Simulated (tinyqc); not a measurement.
Starting guesses with DIIS over 6 matrices: SCF starting guesses in the sto-6g basis, for H4, spin multiplicity 3. Computed by the program tinyqc with PySCF. Command: `OMP_NUM_THREADS=1 python tinyqc.py 114339 114340 out.jsonl`; one thread of a shared host (Intel(R) Xeon(R) Processor @ 2.60GHz), about 0.9 s.

Geometry (angstrom):
```
atom,x,y,z
H,0.0000,0.0000,0.0000
H,0.0000,0.0000,1.2070
H,0.0000,0.0000,3.0790
H,0.0000,0.0000,4.2860
```

lowest solution found by these runs and by PySCF with stability checks = -1.858366 hartree

UHF with one setting changed at a time; a run stops when the energy changes by less than 1e-09 hartree and the error matrix is below 1e-5. Starts: the lowest orbitals of the core Hamiltonian, of the Wolfsberg-Helmholz matrix (K = 1.75), projected atomic densities, random orbitals, and the highest orbitals of the core Hamiltonian (a deliberately bad start).

Largest element of the error matrix X^T (FDS - SDF) X:
```
iteration,core,Wolfsberg-Helmholz,atomic densities,random,highest core orbitals
1,8.6e-02,4.9e-02,9.6e-03,1.7e-01,3.3e-02
2,2.2e-02,1.7e-02,2.2e-02,1.2e-01,4.7e-02
3,9.9e-03,8.4e-03,2.1e-02,5.7e-02,3.0e-02
4,1.2e-03,8.2e-04,1.5e-02,1.4e-02,9.6e-03
5,4.4e-05,2.4e-05,8.2e-03,8.1e-03,6.4e-04
6,2.5e-05,1.3e-05,8.3e-04,7.9e-03,2.5e-05
8,2.8e-05,-,2.4e-05,7.5e-03,9.6e-06
10,2.3e-08,-,6.4e-06,7.8e-02,-
14,-,-,-,4.4e-03,-
20,-,-,-,4.5e-03,-
30,-,-,-,1.3e-02,-
45,-,-,-,4.2e-03,-
60,-,-,-,4.2e-03,-
```

How each run ends:
```
run,iterations,E (hartree),state
core,10,-1.75434,higher
Wolfsberg-Helmholz,7,-1.75434,higher
atomic densities,11,-1.75434,higher
random,>60,-1.84833,wanders without falling
highest core orbitals,9,-1.75434,higher
```

No run reaches the lowest solution found. Ending on a higher stationary point: core, Wolfsberg-Helmholz, atomic densities, highest core orbitals; a small error matrix cannot reveal that, and an occupation fixed by the start is kept by symmetry or by the shape of the basin. Not converged: random. The first errors are 9e-02, 5e-02, 1e-02, 2e-01, 3e-02.
